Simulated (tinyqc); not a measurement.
Composition and strain of an epitaxial Si(1-x)Ge(x) layer from Raman and X-ray peaks: one step, computed by the program tinyqc.

A (001) layer, biaxially strained in the plane. The Raman peaks follow empirical lines omega = w0 + c1 x + c3 x^3 + b eps (c3 for Si-Ge alone), with eps the in-plane strain.

Question. Lattice constants and strain. Relaxed lattice constant a(x) = a_Si + (a_Ge - a_Si) x - B x (1 - x). In-plane constant a_par = a_sub + R (a(x) - a_sub); eps = a_par/a(x) - 1; eps_perp = -(2 C12/C11) eps with 2 C12/C11 linear in x; a_perp = a(x) (1 + eps_perp). The buffer has a_sub = a(y).

Inputs (values chosen for the exercise, modelled on silicon-germanium):
```
quantity,value,unit
Ge fraction x,0.65,-
degree of relaxation R,0.057,-
Ge fraction y of the buffer,0.88,-
lattice constant of Si,5.431,angstrom
lattice constant of Ge,5.658,angstrom
bowing B,0.029,angstrom
2 C12/C11 of Si,0.766,-
2 C12/C11 of Ge,0.754,-
```

Substrate: relaxed alloy buffer.

Give: relaxed constant a(x); substrate constant a_sub; a_par; in-plane strain eps; strain along the normal; a_perp.

Answer.

relaxed constant a(x) = 5.572 angstrom

substrate constant a_sub = 5.628 angstrom

a_par = 5.625 angstrom

in-plane strain eps = 9.434 per mille

strain along the normal = -7.153 per mille

a_perp = 5.532 angstrom

The layer is under tension in the plane and is shortened along the normal.
